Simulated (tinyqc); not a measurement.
CMOS inverter, nodal equation and switching: two steps of the calculation.

An n-channel pull-down (bn, VTn) and a p-channel pull-up (bp, VTp) share the input Vin and the output node Vout, which carries the load C. Transistor (EKV form, voltages against the body): I = 2 n b Vt^2 [F(vp - Vs) - F(vp - Vd)] from drain to source, F(v) = ln^2(1 + exp(v/(2 Vt))), vp = (Vg - VT + sg |Vd - Vs|)/n. n-channel bodies are at 0; for the p-channel device all voltages are counted down from Vdd. b in uA/V^2 gives I in uA. Static: In = Ip. Transient: C dVout/dt = Ip - In. No velocity saturation, no gate capacitance beyond C.

Values chosen for this exercise: temperature T = 300 K; supply voltage Vdd = 0.7 V; slope factor n = 1.3; drain-induced barrier lowering sg = 0.06; n-channel threshold VTn = 0.43 V; p-channel threshold (magnitude) VTp = 0.29 V; gain factor of the pull-down transistor bn = 190 uA/V^2; gain factor of the pull-up transistor bp = 150 uA/V^2; load capacitance C = 3.2 fF; time step dt = 40 ps.

Constants: q = 1.602176634e-19 C, kB = 1.380649e-23 J/K, Vt = kB T/q. Results are converted to the units shown.

Question 1. Switching point and noise margins. VM solves In = Ip with Vin = Vout. VIL and VIH are the inputs at which the gain is -1; NML = VIL - Vout(VIH), NMH = Vout(VIL) - VIH.

Find: VM; gain at VM; VIL; VIH; NML; NMH.

Answer 1.

VM = 0.4106 V
gain at VM = -16.66
VIL = 0.3740 V
VIH = 0.4541 V
NML = 0.3527 V
NMH = 0.2242 V

VM lies 61 mV above Vdd/2, and the low margin is the larger one. With both transistors saturated the size of the gain tends to 1/sg = 16.7; here it is 0.052 % below that.

Question 2. One time step of the falling output. The input steps to Vdd at t = 0; I = In - Ip. Trapezoidal rule: V(new) = V - (dt/C)[I(V) + I(V(new))]/2, solved for V(new); 1 ps uA/fF = 1 mV.

Vout at t = 0 = 0.7 V

Find: I(V); I(V(new)); Vout after step 1.

Answer 2.

I(V) = 7.143 uA
I(V(new)) = 6.907 uA
Vout after step 1 = 0.6122 V

Numbers from tinyqc (`OMP_NUM_THREADS=1 python tinyqc.py 2340128 2340129 out.jsonl`; about 0.04 s on one thread of a shared Intel Xeon 2.30GHz).
